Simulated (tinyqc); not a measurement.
A temperature scan through the peak: deep-level transient spectroscopy (DLTS) of one majority-carrier trap. Computed by tinyqc, a small Python program. Command: `OMP_NUM_THREADS=1 python tinyqc.py 3030446 3030447 out.jsonl dlts sweep`. One thread of a shared host (Intel(R) Xeon(R) Processor @ 2.30GHz), about 0.03 s of CPU time with the checks.

A filling pulse loads the traps in a one-sided junction; under reverse bias they empty at the rate e, and the capacitance relaxes as C(t) = C_0 - dC exp(-e t). The signal is S = [C(t_2) - C(t_1)]/dC.

Inputs (values chosen for the exercise, for a model semiconductor):
```
quantity                  value  unit
density-of-states mass m  0.287   m_0
valleys M                     1     -
trap depth E_t            0.878    eV
cross-section sigma_0     8e-17  cm^2
degeneracy ratio g          0.5     -
gate time t_1             0.001     s
ratio t_2/t_1                 2     -
capture barrier E_b        0.14    eV
```

Carriers: electrons. Extra term: capture barrier.

Constants: k_B = 8.617333262e-05 eV/K; k_B = 1.380649e-23 J/K; m_0 = 9.1093837015e-31 kg; h = 6.62607015e-34 J s.

Method. e = g sigma v N_b exp(-E/k_B T), v = sqrt(3 k_B T/m), N_b = 2 M (2 pi m k_B T/h^2)^(3/2), sigma = sigma_0 exp(-E_b/k_B T), E = E_t. S(e) = exp(-e t_1) - exp(-e t_2) peaks at the rate window e_0 = ln(t_2/t_1)/(t_2 - t_1).

One run for each value:
```
temperature T (K)  emission rate e (1/s)  signal at T
581                           1.8646e+01   1.8132e-02
604                           4.3709e+01   4.0938e-02
626                           9.3360e+01   8.1190e-02
648                           1.8985e+02   1.4302e-01
670                           3.6931e+02   2.1344e-01
692                           6.9007e+02   2.5000e-01
714                           1.2431e+03   2.0526e-01
736                           2.1660e+03   1.0149e-01
759                           3.7465e+03   2.3043e-02
781                           6.1497e+03   2.1295e-03
803                           9.8393e+03   5.3314e-05
```

Over the rows, emission rate e (1/s) rises from 18.6 to 9840 (exponent d ln y / d ln x 22 between the first rows and 17 between the last); signal at T goes from 0.0181 through a maximum among these rows, 0.250 at 692, to 5.33e-5. The signal peaks where e equals the rate window.

Extremes, crossings and ranges named in words are read from the listed rows.
